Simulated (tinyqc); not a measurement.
Trench capacitor in an array: capacitance, non-linearity, leakage and relaxation: one step of the calculation.

A film between two metal electrodes, each interface adding a series capacitance ci. The small-signal permittivity is ek (1 + aq E^2); the field is found with the linear permittivity. Leakage J = J0 sinh(E/Ef). After a voltage step the film passes a relaxation current kr C V tt^(-nr), tt being the time in seconds. The sidewall is a coaxial capacitor with radii a = dm/2 - t and b = dm/2, depth AR dm; the end face is left out.

Task. Cell capacitance, fields and time constant. Per length 1/c = ln(b/a)/(2 pi eps0 ek) + (1/a + 1/b)/(2 pi ci); cell capacitance c AR dm; per footprint over pt^2; fields c V/(2 pi eps0 ek r) at r = a and b; resistance of the inner electrode rho AR dm/(pi a^2); time constant R C/3 of the distributed line.

Parameters, values chosen for the exercise; permittivity of the order of that of hafnium oxide:
```
symbol,value,unit,meaning
ek,19.2,,relative permittivity of the film
t,6.1,nm,film thickness
ci,53,uF/cm^2,capacitance of each electrode interface (dead layer and screening)
V,2,V,bias
dm,42,nm,diameter of the hole
AR,10,,"aspect ratio, depth over diameter"
pt,78,nm,pitch of the square array
rho,1300,uohm cm,resistivity of the inner electrode
```

Constants: eps0 = 8.8541878128e-14 F/cm where lengths are in cm. Results are converted to the units shown.

Give: a; b; cell capacitance; capacitance per footprint; field at a; field at b; R; R C/3.

Result.

a = 14.900 nm
b = 21.000 nm
cell capacitance = 1.1807 fF
capacitance per footprint = 19.407 uF/cm^2
field at a = 3.5327 MV/cm
field at b = 2.5065 MV/cm
R = 7.8283 kohm
R C/3 = 3.0810 ps

The array gives 7.70 times the planar capacitance per footprint; curvature makes the field at the inner electrode 1.19 times the planar value.

Program tinyqc, `OMP_NUM_THREADS=1 python tinyqc.py 2102145 2102146 out.jsonl`; Intel Xeon 2.30GHz, shared host, one thread, about 0.01 s.
